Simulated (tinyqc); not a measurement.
Correlation length: interface roughness in a thin film (subband fluctuation and scattering).

Square well of width t, barriers V0, c = hbar^2/2m0: E1 solves k t + 2 atan[(k/mz)/(kappa/mb)] = pi, k = sqrt(mz E/c), kappa = sqrt(mb (V0 - E)/c). One interface is rough, so the subband edge fluctuates by G dt with G = |dE1/dt| (central difference of 0.01 angstrom; 2 E1/t for hard walls).

Gaussian roughness spectrum S(q) = pi D^2 Lc^2 exp(-q^2 Lc^2/4). Degenerate gas, taken to fill one subband (the second starts to fill once c kF^2/md exceeds E2 - E1, which is not tested here): kF = sqrt(2 pi Ns/gv), q = 2 kF sin(theta/2), 1/tau = (md/(2 pi c hbar)) G^2 times the integral from 0 to pi of S(q)(1 - cos theta)/eps(q)^2 dtheta, eps(q) = 1 + qs/q with screening (qs = gv md q0/(c eps), q0 = e^2/(4 pi eps0), form factors left out, which overstates the screening; other scattering is left out too, so these values lie far above measured mobilities in all but the thinnest films) or 1 without; mobility = tau c2/md with c2 = e/m0 = 1.75882e15 cm^2/(V s^2); 1e12/cm^2 = 1e-4/angstrom^2.

Constants: hbar^2/2m0 = 3.80998211 eV angstrom^2; hbar = 6.58211957e-16 eV s; e^2/(4 pi eps0) = 14.39964547 eV angstrom.

Parameters, chosen for this exercise (near those of a thin GaN channel; the results hold for these values, not for the real material):
- t = 44 angstrom (film thickness)
- mz = 0.202 m0 (confinement mass)
- V0 = 1.79 eV (barrier)
- mb = 0.33 m0 (barrier mass)
- md = 0.204 m0 (mass in the plane)
- gv = 1 (valleys)
- D = 3.5 angstrom (rms height of the roughness)
- Ns = 2.4 x 1e12/cm^2 (sheet density)
- eps = 9.4 (mean dielectric constant at the channel)
- Ll = (5, 10, 16, 25, 40, 65, 100) angstrom (correlation lengths)

Fixed D; bare and screened mobility.

Results:
```
Lc (angstrom)  kF Lc  bare mobility (cm^2/(V s))  screened mobility (cm^2/(V s))
5               0.19                    3.34e+04                        1.69e+05
10              0.39                    9.08e+03                        4.64e+04
16              0.62                    4.21e+03                        2.18e+04
25              0.97                    2.55e+03                        1.38e+04
40              1.55                    2.50e+03                        1.55e+04
65              2.52                    4.61e+03                        4.68e+04
100             3.88                    7.96e+03                        1.58e+05
```

The bare mobility is lowest at Lc = 40 angstrom of those listed (kF Lc = 1.55). The screened mobility is lowest at Lc = 25 angstrom of those listed (kF Lc = 0.97). Short roughness averages out (mobility as 1/Lc^2; the first two rows give exponent -1.88), and long roughness deflects only by small angles (bare mobility rising as Lc; the last two rows give 1.27).

Run: tinyqc, `OMP_NUM_THREADS=1 python tinyqc.py 1280093 1280094 out.jsonl`; Intel(R) Xeon(R) Processor @ 2.30GHz, one thread, shared host; about 0.01 s of CPU time with all checks.
